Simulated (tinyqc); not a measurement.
Quantum-confined Stark effect in a modulator well, step by step. Values are carried at full precision from step to step, so a last printed digit may differ when a step is redone from the rounded ones.

Constants: hbar^2/2m0 = 3.80998211 eV angstrom^2; e^2/(4 pi eps0) = 14.39964547 eV angstrom; hc = 1239.841984 eV nm.

Values chosen for the exercise (near those of a Ge well in SiGe, direct gap; not measured data):
```
symbol  value   unit      meaning
L       84      angstrom  well width
me      0.0434  m0        electron, well
mh      0.216   m0        heavy hole along z, well
F       51      kV/cm     field
Vc      0.366   eV        conduction offset
Vv      0.116   eV        heavy-hole offset
meb     0.0545  m0        electron, barrier
mhb     0.232   m0        heavy hole, barrier
Eg      0.853   eV        gap of the well
mp      0.069   m0        heavy hole in the plane
eps     15.5              dielectric constant
dE      5       meV       operating point below the zero-field line
G       4       meV       half width of the exciton line
```

## Estimate for hard walls

Second order: each level moves by -C m (e F)^2 L^4/(2c), C = (15/pi^2 - 1)/(24 pi^2), c = hbar^2/2m0, 1 kV/cm = 1e-5 eV/angstrom. It holds while e F L is no more than about twice 3 c pi^2/(m L^2).

Estimate:
```
carrier     shift (meV)  e F L over the level spacing
electron          -0.16                          0.12
heavy hole        -0.81                          0.58
```

The hole, 5.0 times heavier, carries 83 % of the estimated shift; for hard walls second order errs by about 2 % at a ratio of 1 and 13 % at 3.

## Levels and envelopes

Envelopes on cells of 0.5 angstrom over the well |z| < L/2 and 45 angstrom of barrier on each side, psi = 0 beyond, psi'/m continuous (mean mass between points), c = hbar^2/2m0. The electron sees + e F z and the hole - e F z, each with its offset in the barriers; 1 kV/cm = 1e-5 eV/angstrom. Light holes, band mixing and escape by tunnelling are left out.

Ground levels, squared overlap and separation <z>_h - <z>_e without and with the field.

Results:
```
F (kV/cm)  E_e (meV)  E_h (meV)  overlap^2  separation (angstrom)
0              61.08      14.39      0.996                    0.0
51             60.35      11.82      0.908                   12.7
```

The electron level moves by -0.73 meV (4.5 times the hard-wall estimate, since it leaks into the barriers and sees a wider well) and the hole level by -2.56 meV (3.18 times).

## Exciton

Exciton: in-plane function exp(-rho/lam), 1/mu = 1/me + 1/mp, E(lam) = c/(mu lam^2) - (q/eps) times the integral over k of Fm(k)(1 + (k lam/2)^2)^(-3/2), Fm(k) the double integral of psi_e^2 psi_h^2 exp(-k |z - z'|), q = e^2/(4 pi eps0); binding Eb = -E at the minimum. Line at Eg + E_e + E_h - Eb, strength proportional to overlap^2/lam^2.

Minimise over lam without and with the field.

Results:
```
F (kV/cm)  lam (angstrom)  Eb (meV)  line (eV)      nm  overlap^2/lam^2 (1e-4/angstrom^2)
0                   212.7      4.20     0.9243  1341.4                             0.2200
51                  216.0      4.12     0.9211  1346.1                             0.1947
```

The weaker binding gives back 0.08 meV of the red shift, leaving 3.2 meV; the strength falls to 89 %.

## Contrast at the operating point

With a Gaussian line of half width G, the absorption at E_op = line(0) - dE is proportional to strength x exp(-ln2 ((E_op - line)/G)^2); continuum absorption is left out. Give it at both fields, relative to the zero-field peak.

E_op = 0.9193 eV
wavelength = 1348.7 nm

absorption without and with the field: 0.34  0.77

The field changes the absorption by +0.43 of the zero-field peak. The zero-field tail still absorbs here, since dE is no more than 2G, which costs insertion loss.

## Checks

- Zero-field levels against the matching condition of the square well, meV: largest difference 1.5e-01.
- Slope d(E_e + E_h)/dF against minus the separation (Hellmann-Feynman), angstrom: both -12.7.

Run: tinyqc, `OMP_NUM_THREADS=1 python tinyqc.py 1280633 1280634 out.jsonl`; Intel(R) Xeon(R) Processor @ 2.30GHz, one thread, shared host; about 0.1 s of CPU time with all checks.
